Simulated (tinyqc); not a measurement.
Susceptibility against the Curie-Weiss form: Heisenberg spin cluster by exact diagonalisation: multiplets, susceptibility, level crossings. Computed by tinyqc, a small Python program. Command: `OMP_NUM_THREADS=1 python tinyqc.py 3014353 3014354 out.jsonl spincl walk`. One thread of a shared host (Intel(R) Xeon(R) Processor @ 2.30GHz), about 0.01 s of CPU time with the checks.

H = J1 sum S_i.S_j over the bonds 1-2, 2-3, 3-4, 4-5, 5-6, 6-1 + J2 sum over 1-3, 2-4, 3-5, 4-6, 5-1, 6-2 - g mu_B B S_z; J > 0 is antiferromagnetic.

Inputs (values chosen for the exercise, for a model cluster): exchange J1 = -0.906 meV; exchange J2 = 0.21 meV; g factor = 1.96.

Cluster: ring of six with second neighbours J2. Spin s of each site: 0.5.

Constants: k_B = 8.617333262e-05 eV/K.

Method:
- Every multiplet has one member in the block S_z = 0; diagonalise it and read the total spin from <S^2> = S (S + 1).
- Z = sum k (2S + 1) exp(-E/(k_B T)) over the table, k the number of multiplets; <S^2> likewise with the factor S (S + 1); chi T = N_A g^2 mu_B^2 <S^2>/(3 k_B) = 0.125049 g^2 <S^2> cm^3 K/mol (cgs, per mole of clusters); C = (<E^2> - <E>^2)/(k_B T)^2; entropy = ln Z + <E>/(k_B T).
- High-temperature form: chi T = C0/(1 - theta/T), C0 = 0.125049 g^2 n s (s + 1), k_B theta = -(2/3) s (s + 1) (sum of J over bonds)/n, n = 6; a dash where T <= 1.05 theta.

Levels at B = 0:

| E (meV) | total S | number of multiplets |
|---|---|---|
| -1.04400 | 3 | 1 |
| -0.99745 | 0 | 1 |
| -0.93890 | 1 | 2 |
| -0.90600 | 2 | 2 |
| -0.76800 | 1 | 1 |
| -0.35927 | 1 | 1 |
| 0.00000 | 2 | 2 |
| 0.13800 | 0 | 2 |
| 0.76800 | 2 | 1 |
| 0.90600 | 1 | 2 |
| 1.04400 | 0 | 1 |
| 1.07690 | 1 | 2 |
| 2.17127 | 1 | 1 |
| 2.80945 | 0 | 1 |

gap to the next level = 0.0465526 meV

theta = 4.0384 K

Against temperature:

| T (K) | chi T (cm^3 K/mol) | Curie-Weiss | chi (cm^3/mol) | C (k_B) |
|---|---|---|---|---|
| 1.1 | 4.0644 | - | 3.6949 | 0.46918 |
| 2.1 | 3.4928 | - | 1.6632 | 0.27188 |
| 3.7 | 3.1768 | - | 0.8586 | 0.36051 |
| 6.3 | 2.9471 | 6.0218 | 0.4678 | 0.45494 |
| 11.0 | 2.7284 | 3.4158 | 0.2480 | 0.37316 |
| 17.0 | 2.5762 | 2.8353 | 0.1515 | 0.23863 |
| 26.0 | 2.4548 | 2.5593 | 0.0944 | 0.13087 |
| 42.0 | 2.3533 | 2.3917 | 0.0560 | 0.05909 |
| 84.0 | 2.2617 | 2.2709 | 0.0269 | 0.01667 |
| 170.0 | 2.2121 | 2.2143 | 0.0130 | 0.00431 |

The Curie-Weiss form is within 3 % in the last 3 rows. chi keeps rising on cooling, towards the Curie law of the S = 3 ground state; among these rows C is largest at 1.1 K, and the gap is 0.54 K.

Extremes, crossings and ranges named in words are read from the listed rows.
